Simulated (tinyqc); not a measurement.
# Q-state Potts model on a small periodic square lattice: enumeration, Metropolis, heat-bath and Wolff steps, step by step

A worked calculation. Computed by tinyqc, a small Python program that keeps every step. Command: `OMP_NUM_THREADS=1 python tinyqc.py 3113310 3113311 out.jsonl potts walk`. One thread of a shared host (Intel(R) Xeon(R) Processor @ 2.30GHz), about 0.07 s of CPU time with the checks. Intermediate numbers are printed to about 5 digits and carried at full precision; extremes and crossings named in words are read from the listed rows.

E = -J x (number of nearest-neighbour bonds with equal states); n x n sites with periodic edges have 2 n^2 bonds. Order parameter m = (q f - 1)/(q - 1), f being the largest share of one state. Sites are numbered row by row from 0. Here q = 2 and n = 4.

Inputs (values chosen for the exercise, for a model of domains or grain orientations):

| quantity | value | unit |
|---|---|---|
| number of states q | 2 | - |
| edge n | 4 | - |
| coupling J | 60 | meV |
| temperature T | 1110 | K |
| seed | 982438 | - |

Update: Metropolis.

Constants: k_B = 8.617333262e-05 eV/K.

## Scales

K = J/(k_B T); the infinite square lattice orders at K_c = ln(1 + sqrt(q)); Wolff bond probability p = 1 - exp(-K).

K = 0.62727

K_c = 0.88137

T_c of the infinite lattice = 789.98 K

p = 0.46595

## Density of states

All q^(n^2) states are counted by their number b of equal bonds; weights g(b) exp(K b), K = J/(k_B T). Per site: u = -J <b>/n^2, c/k_B = K^2 (<b^2> - <b>^2)/n^2.

States by number of equal bonds:

| b | g(b) | probability |
|---|---|---|
| 0 | 2 | 2.0250e-10 |
| 4 | 32 | 3.9831e-08 |
| 6 | 64 | 2.7932e-07 |
| 8 | 424 | 6.4882e-06 |
| 10 | 1728 | 9.2713e-05 |
| 12 | 6688 | 1.2582e-03 |
| 14 | 13568 | 8.9495e-03 |
| 16 | 20524 | 4.7466e-02 |
| 18 | 13568 | 1.1002e-01 |
| 20 | 6688 | 1.9015e-01 |
| 22 | 1728 | 1.7226e-01 |
| 24 | 424 | 1.4820e-01 |
| 26 | 64 | 7.8434e-02 |
| 28 | 32 | 1.3750e-01 |
| 32 | 2 | 1.0565e-01 |

The most probable level has b = 20 of 32 bonds.

## Exact averages

ln Z = ln sum g(b) exp(K b); entropy per site s/k_B = (ln Z - K <b>)/n^2.

<b> = 23.301

energy u = -87.379 meV/site

heat capacity c = 0.50692 k_B/site

entropy s = 0.52483 k_B/site

## Order parameter

The same sums with m: <m> and the Binder ratio U = 1 - <m^4>/(3 <m^2>^2).

<m> = 0.55256

Binder ratio U = 0.44105

## Eight single-site steps

start states:
```
   1  2  3  4
1  0  1  0  1
2  0  0  0  1
3  1  0  1  1
4  0  1  1  1
```

random numbers, one row a step:
```
        1       2       3
1  0.5393  0.8501  0.8085
2  0.4135  0.7233  0.6289
3  0.7843  0.8815  0.6962
4  0.1802  0.0709  0.2451
5  0.1061  0.4695  0.9137
6  0.4778  0.1989  0.3325
7  0.9317  0.7589  0.4544
8  0.7628  0.3645  0.4762
```

Site = floor(r1 n^2). Trial state = (old + 1 + floor(r2 (q - 1))) mod q; it is accepted if r3 < min(1, exp(K db)), db the change in equal bonds.

Steps:

| site | old | trial | db | acceptance | new |
|---|---|---|---|---|---|
| 8 | 1 | 0 | 2 | 1.0000 | 0 |
| 6 | 0 | 1 | 0 | 1.0000 | 1 |
| 12 | 0 | 1 | 0 | 1.0000 | 1 |
| 2 | 0 | 1 | 4 | 1.0000 | 1 |
| 1 | 1 | 0 | 0 | 1.0000 | 0 |
| 7 | 1 | 0 | -2 | 0.2852 | 1 |
| 14 | 1 | 0 | -4 | 0.0813 | 1 |
| 12 | 1 | 0 | 0 | 1.0000 | 0 |

states afterwards:
```
   1  2  3  4
1  0  0  1  1
2  0  0  1  1
3  0  0  1  1
4  0  1  1  1
```

## A longer run and its error bar

After 400 updates are discarded, b is recorded for 4000 sweeps of n^2 steps of the update named (random numbers not printed, so these rows are one sample). Records are averaged in blocks; the error is the scatter of block means over sqrt(number of blocks), and the last column its square over that for single records.

Blocking:

| block length | mean b | error | variance ratio |
|---|---|---|---|
| 1 | 23.451 | 0.07357 | 1.0000 |
| 4 | 23.451 | 0.11317 | 2.3663 |
| 16 | 23.451 | 0.15106 | 4.2161 |
| 40 | 23.451 | 0.15693 | 4.5504 |
| 100 | 23.451 | 0.16795 | 5.2119 |

The run gives 23.451 +/- 0.157 (blocks of 40) against the exact 23.301, a difference of 1.0 error bars. Single records understate the error by a factor of about 2.1, because successive records are correlated.

## Across the transition

m and U = 1 - <m^4>/(3 <m^2>^2) from the same sums; K = K_c T_c/T.

Exact values for this lattice:

| T/T_c | share of equal bonds | c (k_B/site) | <m> | U |
|---|---|---|---|---|
| 0.50 | 0.99810 | 0.04973 | 0.99802 | 0.66635 |
| 0.70 | 0.98261 | 0.25772 | 0.97999 | 0.66252 |
| 0.85 | 0.94907 | 0.54283 | 0.93412 | 0.64967 |
| 0.95 | 0.91285 | 0.72417 | 0.87863 | 0.63071 |
| 1.00 | 0.89141 | 0.78327 | 0.84386 | 0.61720 |
| 1.10 | 0.84557 | 0.81299 | 0.76609 | 0.58221 |
| 1.25 | 0.78070 | 0.68950 | 0.65005 | 0.51527 |
| 1.50 | 0.70351 | 0.41203 | 0.50624 | 0.39852 |
| 2.00 | 0.62999 | 0.15995 | 0.37045 | 0.24374 |
| 3.00 | 0.57836 | 0.05267 | 0.28601 | 0.13484 |

c is largest, 0.81 k_B, at T/T_c = 1.1: on so small a lattice the transition is a broad bump. At T_c the infinite lattice has a share (1 + 1/sqrt(q))/2 = 0.854 of equal bonds, against 0.891 here. <m> stays at 0.29 at 3 T_c, since the largest share among 16 sites always exceeds 1/q on average.

Checks made by the program: number of states (relative difference below 1e-10).
